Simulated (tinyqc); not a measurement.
Millisecond and nanosecond annealing: surface heating, thermal budget and solid-phase regrowth: one step, computed by the program tinyqc. Command: `OMP_NUM_THREADS=1 python tinyqc.py 3016793 3016794 out.jsonl flash walk`. One thread of a shared host (Intel(R) Xeon(R) Processor @ 2.30GHz), about 0.02 s of CPU time with the checks.

A square pulse heats the surface of a thick wafer with constant thermal properties; losses by radiation are neglected and silicon melts at 1414 C.

Question. Thermal budget. Absorbed flux q = (1 - R) fluence/t_p; kappa = k/c. With f(z, t) = (2 q/k) sqrt(kappa t) ierfc(z/(2 sqrt(kappa t))), ierfc(x) = exp(-x^2)/sqrt(pi) - x erfc(x): T = T0 + f(z, t) during the pulse and T0 + f(z, t) - f(z, t - t_p) after it. Temperatures in kelvin are T(C) + 273.15. Integrate exp(-E/(k_B T(t))) at the surface from 0 to 10 t_p (Gauss-Legendre, 60 points in sqrt(t) up to t_p and 60 in sqrt(t - t_p) after it). (Dt) = D0 x integral with E; regrowth = v0 x integral with E_v; effective time = integral/exp(-E/(k_B T_peak)).

Inputs (values chosen for the exercise, modelled on hot silicon with boron): incident fluence = 5.99 J/cm^2; pulse length t_p = 0.0001 s; reflectance R = 0.35; thermal conductivity k = 0.23 W/(cm K); heat capacity per volume c = 2.19 J/(cm^3 K); preheat temperature T0 = 500 C; dopant prefactor D0 = 0.896 cm^2/s; dopant activation energy E = 3.52 eV; regrowth prefactor v0 = 4.8e+08 cm/s; regrowth energy E_v = 2.72 eV.

Source: scanned laser.

peak temperature = 1119.027 C

Constants: k_B = 8.617333262e-05 eV/K.

Give: budget (Dt); diffusion length 2 sqrt(Dt); effective time over t_p; possible regrowth.

Answer.

budget (Dt) = 2.3755e-18 cm^2

diffusion length 2 sqrt(Dt) = 0.030826 nm

effective time over t_p = 0.14659

possible regrowth = 12.928 nm

Caution: equilibrium diffusivities are used; implant damage enhances diffusion, and k and c vary with temperature. Caution: a diffusion length below the atomic spacing of 0.235 nm means about one jump per atom or fewer, so the profile does not change measurably.
